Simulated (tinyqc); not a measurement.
Changing the temperature T: defect equilibria of an oxide against oxygen pressure (mass action). Computed by tinyqc, a small Python program. Command: `OMP_NUM_THREADS=1 python tinyqc.py 3028827 3028828 out.jsonl brouwer sweep`. One thread of a shared host (Intel(R) Xeon(R) Processor @ 2.30GHz), about 0.02 s of CPU time with the checks.

Defects: oxygen vacancies V (charge +2), electrons n, holes p, the ionic partner X = O_i'' (charge -2), and the dopant. Activities are taken equal to concentrations.

Inputs (values chosen for the exercise, for a model oxide):
```
quantity,value,unit
reduction enthalpy H_r,4.67,eV
prefactor K_r0,2.2e+69,cm^-9 atm^(1/2)
gap E_g,2.94,eV
prefactor N_c N_v,6e+41,cm^-6
disorder enthalpy H_s,3.01,eV
prefactor K_s0,1e+45,cm^-6
dopant density N_d,5.7e+19,cm^-3
oxygen pressure P,0.4,atm
electron mobility mu_n,0.055,cm^2/(V s)
hole mobility mu_p,0.038,cm^2/(V s)
vacancy diffusion prefactor D_0,0.11,cm^2/s
vacancy migration energy E_m,0.98,eV
```

Ionic disorder: anion Frenkel. Dopant (singly charged, fully ionised): acceptor.

Constants: k_B = 8.617333262e-05 eV/K; e = 1.602176634e-19 C.

Method:
- K_r = K_r0 exp(-H_r/k_B T) = [V] n^2 P^(1/2); K_i = N_c N_v exp(-E_g/k_B T) = n p; K_s = K_s0 exp(-H_s/k_B T) = [X] [V].
- Neutrality: 2 [V] + p = n + 2 [X] + N_d. With n as the unknown, [V] = K_r/(n^2 P^(1/2)), p = K_i/n, [X] = K_s/[V]; the log ratio is ln(positive/negative).
- The root is found by 60 bisections in ln n between n = 1e-10 and 1e25 cm^-3.
- sigma_n = e n mu_n, sigma_p = e p mu_p, sigma_ion = 2 e [V] mu_V with mu_V = 2 e D/(k_B T) and D = D_0 exp(-E_m/k_B T); only the oxygen vacancies carry ionic current, and the ionic transport number is sigma_ion over the total.

One run for each value:
```
temperature T (K),n (cm^-3),[V] (cm^-3),p (cm^-3),total conductivity (S/cm),ionic transport number
700,1.7061e+08,2.8500e+19,2.3937e+12,2.9444e-06,0.99505
800,2.1549e+10,2.8500e+19,8.3858e+12,1.9586e-05,0.99738
900,9.2864e+11,2.8500e+19,2.2234e+13,8.4406e-05,0.99830
1000,1.8853e+13,2.8500e+19,4.8508e+13,2.6878e-04,0.99828
1100,2.2141e+14,2.8500e+19,9.1833e+13,6.8841e-04,0.99635
1200,1.7246e+15,2.8501e+19,1.5631e+14,1.5043e-03,0.98926
1300,9.7954e+15,2.8505e+19,2.4518e+14,2.9359e-03,0.97009
1400,4.3399e+16,2.8522e+19,3.6070e+14,5.3277e-03,0.92781
1500,1.5754e+17,2.8581e+19,5.0441e+14,9.3369e-03,0.85098
```

Over the rows, n (cm^-3) rises from 1.71e8 to 1.58e17 (exponent d ln y / d ln x 36 between the first rows and 19 between the last); [V] (cm^-3) goes from 2.85e19 through a minimum among these rows, 2.85e19 at 1000, to 2.86e19; p (cm^-3) rises from 2.39e12 to 5.04e14 (exponent d ln y / d ln x 9.4 between the first rows and 4.9 between the last). A line through ln n against 1/(k_B T) gives 2.335 eV, close to H_r/2 = 2.335 eV, as a fixed [V] implies.

Extremes, crossings and ranges named in words are read from the listed rows.
